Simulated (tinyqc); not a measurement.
Three-level Kane dispersion of a narrow-gap semiconductor: sweeps and comparisons. A value that a table varies takes the place of the one given here.

Zero of energy at Gamma8, c = hbar^2/2m0, P^2 = Ep c. The free-electron term and remote bands are left out, so the heavy holes are flat at E = 0 and the other three bands obey E (E - Eg)(E + Dso) = P^2 k^2 (E + 2 Dso/3). The conduction band is the highest root; its edge is Ec = max(Eg, 0).

Degenerate electrons at T = 0: kF = (3 pi^2 n)^(1/3), 1 cm^-3 = 1e-24 angstrom^-3; EF is the highest root at kF. The momentum (cyclotron, optical) mass is m(E) = hbar^2 k/(dE/dk) = c d(k^2)/dE with d(k^2)/dE = k^2 [1/E + 1/(E - Eg) + 1/(E + Dso) - 1/(E + 2 Dso/3)]; the density of states is k d(k^2)/dE/(2 pi^2).

Edge mass m0* = Eg (Eg + Dso)/(Ep (Eg + 2 Dso/3)).
Constants: hbar^2/2m0 = 3.80998211 eV angstrom^2.

Parameters, chosen for this exercise (a narrow-gap II-VI alloy; shifted at random, so the results belong to these values and not to a real crystal): Eg = 0.169 eV (E(Gamma6) - E(Gamma8)); Dso = 1.02 eV (spin-orbit splitting); Ep = 19.9 eV (Kane energy); k = 0.018 1/angstrom (wave vector); n = 3.5e+16 cm^-3 (electron density).

## Filling the band

n from 1e15 to 1e19 cm^-3. The last column is the local power d ln(EF - Ec)/d ln n = kF^2/(1.5 (EF - Ec) d(k^2)/dE).

Results:

| n (cm^-3) | kF (1/angstrom) | EF - Ec (meV) | parabolic (meV) | m(EF) | m(EF)/m0* | power |
|---|---|---|---|---|---|---|
| 1.0e+15 | 0.00309 | 3.0 | 3.1 | 0.0123 | 1.03 | 0.656 |
| 1.0e+16 | 0.00667 | 13.3 | 14.2 | 0.0136 | 1.15 | 0.624 |
| 3.0e+16 | 0.00961 | 25.9 | 29.6 | 0.0153 | 1.29 | 0.593 |
| 1.0e+17 | 0.01436 | 51.5 | 66.1 | 0.0186 | 1.56 | 0.547 |
| 3.0e+17 | 0.02071 | 91.6 | 137.4 | 0.0236 | 1.99 | 0.503 |
| 1.0e+18 | 0.03094 | 163.4 | 306.6 | 0.0324 | 2.72 | 0.459 |
| 3.0e+18 | 0.04462 | 265.9 | 637.7 | 0.0444 | 3.73 | 0.429 |
| 1.0e+19 | 0.06665 | 438.6 | 1423.1 | 0.0637 | 5.36 | 0.404 |

What can be read from the table?

The power falls from 0.656 to 0.404: 2/3 marks a parabola, 1/3 a linear band. The parabola is within 10 % up to n = 1.0e+16 cm^-3. The mass has doubled by n = 1.0e+18 cm^-3 and ends at 5.4 times its edge value.

## Closing and inverting the gap

Eg is varied at fixed k, Dso and Ep. Edge mass: Eg (Eg + Dso)/(Ep (Eg + 2 Dso/3)) for Eg > 0, 3 |Eg|/(2 Ep) for Eg < 0. The Gamma6 weight of the conduction state is 1/(1 + P^2 k^2 [(2/3)/E^2 + (1/3)/(E + Dso)^2]).

Results:

| Eg (eV) | m0* | highest root (eV) | middle (eV) | lowest (eV) | E - Ec (meV) | Gamma6 weight |
|---|---|---|---|---|---|---|
| -0.200 | 0.01508 | 0.0639 | -0.2538 | -1.0301 | 63.9 | 0.199 |
| -0.100 | 0.00754 | 0.0898 | -0.1808 | -1.0290 | 89.8 | 0.329 |
| -0.040 | 0.00302 | 0.1126 | -0.1442 | -1.0284 | 112.6 | 0.435 |
| -0.010 | 0.00075 | 0.1266 | -0.1284 | -1.0282 | 126.6 | 0.493 |
| 0.010 | 0.00075 | 0.1368 | -0.1188 | -1.0280 | 126.8 | 0.532 |
| 0.040 | 0.00296 | 0.1536 | -0.1058 | -1.0278 | 113.6 | 0.588 |
| 0.100 | 0.00722 | 0.1920 | -0.0847 | -1.0274 | 92.0 | 0.690 |
| 0.200 | 0.01393 | 0.2676 | -0.0608 | -1.0268 | 67.6 | 0.811 |

What can be read from the table?

The edge mass vanishes with |Eg| from both sides, yet the kinetic energy at this k stays finite, at most 126.8 meV in the table; at Eg = 0 the two-level form, without the split-off band, gives the linear value sqrt(2/3) P k = 128.0 meV. The Gamma6 weight of the conduction state goes smoothly from 0.20 to 0.81 and is 0.49 and 0.53 in the two rows next to Eg = 0: at finite k nothing jumps at the inversion.

## What each parameter does

Edge mass, EF - Ec and m(EF). Each row changes one parameter from the base and keeps the others.

Results:

| case | m0* (m0) | EF - Ec (meV) | m(EF) (m0) |
|---|---|---|---|
| base | 0.01189 | 28.35 | 0.01561 |
| n = 7e+16 cm^-3 | 0.01189 | 42.24 | 0.01740 |
| Eg = 0.1436 eV | 0.01020 | 31.69 | 0.01441 |
| Dso = 1.173 eV | 0.01198 | 28.14 | 0.01573 |
| Ep = 22.885 eV | 0.01034 | 32.05 | 0.01399 |

What does this show?

The largest shifts from the base row, up to three for each result and ties (the steps differ in size, so this ranks the rows, not the parameters). m0* (m0): Eg -0.00170, Ep -0.00155, Dso +0.00009; unchanged at the printed digits by n. EF - Ec (meV): n +13.88, Ep +3.69, Eg +3.34. m(EF) (m0): n +0.00179, Ep -0.00162, Eg -0.00121.

tinyqc: `OMP_NUM_THREADS=1 python tinyqc.py 1050258 1050259 out.jsonl`; about 0.01 s, one thread, shared Intel(R) Xeon(R) Processor @ 2.30GHz.
